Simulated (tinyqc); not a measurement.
Worked calculation: Fermi-Dirac statistics of conduction electrons. Values are carried at full precision from step to step, so a last printed digit may differ when a step is redone from the rounded ones.

Constants: hbar^2/2m0 = 3.80998211 eV angstrom^2; kB = 8.617333262e-05 eV/K; e^2/(4 pi eps0) = 14.39964547 eV angstrom.

Parameters, chosen for this exercise (near those of GaAs, lowest valleys alone; the results hold for these values, not for the real material):
- m = 0.0634 m0 (density-of-states mass of the conduction band)
- T = 200 K
- n = 9.6e+16 1/cm^3 (electron density)
- eps = 13.2 (static dielectric constant)
- alpha = 0.6 1/eV (non-parabolicity)

## Reduced density

N = 2 (m kB T/(4 pi c))^(3/2) with c = hbar^2/2m0, in 1/angstrom^3; times 1e24 for 1/cm^3; u = n/Nc.

kT = 0.017235 eV
Nc = 2.1806e+17 1/cm^3
u = n/Nc = 0.44025

## Reduced Fermi level by five rules

F_j(eta) = (1/Gamma(j + 1)) integral_0^infinity x^j dx/(1 + exp(x - eta)), which tends to exp(eta) for eta << 0.

With u = n/Nc: Boltzmann eta = ln u; Joyce-Dixon eta = ln u + u/sqrt(8) - 4.95009e-3 u^2 + 1.48386e-4 u^3 - 4.42563e-6 u^4; Nilsson eta = ln u/(1 - u^2) + v/(1 + (0.24 + 1.08 v)^-2) with v = (3 sqrt(pi) u/4)^(2/3); fully degenerate limit eta = v; exact: F_1/2(eta) = u.

Find eta = (EF - Ec)/kT by each rule.

eta: Boltzmann -0.820, Joyce-Dixon -0.666, Nilsson -0.669, degenerate 0.700, exact -0.666

Against the exact value the errors are Boltzmann -0.155, Joyce-Dixon 0.000, Nilsson -0.004, degenerate limit +1.365 (in kT).

## Exact eta by Newton steps

Solve ln F_1/2(eta) = ln u from the Boltzmann value; dF_1/2/d eta = F_-1/2, so the step is -ln(F_1/2/u) F_1/2/F_-1/2. Stop below 1e-9.

Newton steps:
```
step        eta     F_1/2    F_-1/2  step taken
1     -0.820406  0.384564  0.338965       0.153
2     -0.666973  0.439767  0.381212     0.00127
3     -0.665700  0.440253  0.381577    9.24e-08
4     -0.665700  0.440253  0.381577    2.56e-16
```

Converged in 4 steps.

## Mean energy, Einstein relation and screening

eta = -0.66570

Mean kinetic energy <E> = (3/2) kT F_3/2/F_1/2; D/mu = (kT/e) F_1/2/F_-1/2; dn/dEF = (Nc/kT) F_-1/2; screening length L = (4 pi (e^2/(4 pi eps0)) (dn/dEF)/eps)^(-1/2), with dn/dEF in 1/(angstrom^3 eV) (1/cm^3 = 1e-24/angstrom^3).

F_-1/2, F_1/2, F_3/2: 0.3816  0.4403  0.4742

<E> = 27.85 meV
D/mu = 19.88 mV
dn/dEF = 4.828e+18 1/(cm^3 eV)
L = 122.9 angstrom

EF lies within 2 kT of the edge. D/mu is 1.154 times kT/e and <E> is 1.077 times (3/2) kT; the Debye formula, with n/kT in place of dn/dEF, would give L = 114.4 angstrom.

## Fermi level in the non-parabolic band

Non-parabolic band E (1 + alpha E) = c k^2/m: n = Nc (2/sqrt(pi)) integral_0^infinity sqrt(x (1 + a x)) (1 + 2 a x) dx/(1 + exp(x - eta)) with a = alpha kT and eta = (EF - Ec)/kT; a = 0 gives n = Nc F_1/2(eta).

Solve for eta at the same n.

a = 0.01034
eta = -0.713
EF - Ec = -12.29 meV

The extra states lower EF by 0.82 meV against the parabolic band.

## Checks

- Non-parabolic integral at a = 0 against F_1/2(2): both 2.823721.
- F_1/2(40) against the Sommerfeld form (4/(3 sqrt(pi))) eta^(3/2) (1 + pi^2/(8 eta^2)): both 190.45.

Run: tinyqc, `OMP_NUM_THREADS=1 python tinyqc.py 1682751 1682752 out.jsonl`; Intel(R) Xeon(R) Processor @ 2.30GHz, one thread, shared host; about 0.01 s of CPU time with all checks.
